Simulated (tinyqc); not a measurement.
Valley-orbit splitting of a donor ground state, with strain: one step, computed by the program tinyqc. Command: `OMP_NUM_THREADS=1 python tinyqc.py 3023910 3023911 out.jsonl valleyorbit walk`. One thread of a shared host (Intel(R) Xeon(R) Processor @ 2.30GHz), about 0.01 s of CPU time with the checks.

The basis is the 1s envelope in each valley; energies are counted from the unstrained conduction-band edge. The strain is e_s (a a^T - 1/3) for the unit stress axis a, so valley j along n_j moves by Xi_u e_s w_j with w_j = (n_j.a)^2 - 1/3: +1/6 for x and y, -1/3 for z. The splitting at the zone boundary that a [110] shear adds for <100> valleys is left out.

Question. Populations and ionisation. H_jj = -(E_0 + Lambda) + Xi_u e_s w_j; H_jk = -Delta_2 between opposite valleys and -Delta_1 between perpendicular ones. z = sum over levels of exp(-(E - E_ground)/k_B T), the ground-state share being 1/z; N_c = 2 (2 pi m_e k_B T/h^2)^(3/2) sum_j exp(-(shift_j - lowest shift)/k_B T); n1 = N_c/(2 z) exp(-binding/k_B T), binding = lowest shift - E_ground; without compensation n = 2 N_D/(1 + sqrt(1 + 4 N_D/n1)) (Boltzmann statistics; p and higher states left out).

Inputs (values chosen for the exercise, modelled on donors in silicon): single-valley binding energy E_0 = 31.9 meV; central-cell shift Lambda = 5.39 meV; coupling Delta_1 = 1.84 meV; coupling Delta_2 = 1.21 meV; shear deformation potential Xi_u = 8.32 eV; shear strain e_s = -0.00016; temperature T = 300 K; donor density N_D = 9e+17 cm^-3; density-of-states mass of one valley m_e = 0.333 m_0.

Valleys: six along <100>. Stress axis: [110].

Constants: k_B = 8.617333262e-05 eV/K; m_0 = 9.1093837015e-31 kg; k_B = 1.380649e-23 J/K; h = 6.62607015e-34 J s.

Give: partition sum z; share of neutral donors in the ground state; N_c; n1; free electrons n.

Answer.

partition sum z = 4.359

share of neutral donors in the ground state = 0.2294

N_c = 2.869e+19 cm^-3

n1 = 5.629e+17 cm^-3

free electrons n = 4.840e+17 cm^-3

Caution: k_B T exceeds a third of E_0, so the p and higher states, left out, hold part of the bound electrons. Caution: at this donor density neighbouring orbits begin to overlap and the depth shrinks, which a fixed level leaves out.
